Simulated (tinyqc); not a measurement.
Single-domain magnet: Stoner-Wohlfarth switching, Neel-Arrhenius retention, LLG dynamics and spin torque: one step, computed by the program tinyqc.

The moment is uniform, with unit vector m; z is the easy axis. mu_0 = 1.25663706212e-6 T m/A, gamma = 1.76085963023e11 rad/(s T).

Problem. Effective anisotropy. N_z = [p ln(p + sqrt(p^2 - 1))/sqrt(p^2 - 1) - 1]/(p^2 - 1); V = pi d^3 p/6; K_eff = K_u + K_shape, K_shape = -(mu_0 M_s^2/4)(3 N_z - 1); mu_0 H_K = 2 K_eff/M_s.

Inputs (values chosen for the exercise, for a model magnet):

| quantity | value | unit |
|---|---|---|
| saturation magnetisation M_s | 697 | kA/m |
| diameter d | 13 | nm |
| aspect ratio p | 2.7 | - |
| bulk anisotropy K_u | 130 | kJ/m^3 |

Shape: prolate spheroid, easy axis along it.

Give: demagnetising factor N_z; volume V; K_shape; K_eff; anisotropy field mu_0 H_K.

Solution.

demagnetising factor N_z = 0.1235

volume V = 3106 nm^3

K_shape = 96.10 kJ/m^3

K_eff = 226.1 kJ/m^3

anisotropy field mu_0 H_K = 0.6488 T

Shape gives 43 % of K_eff.
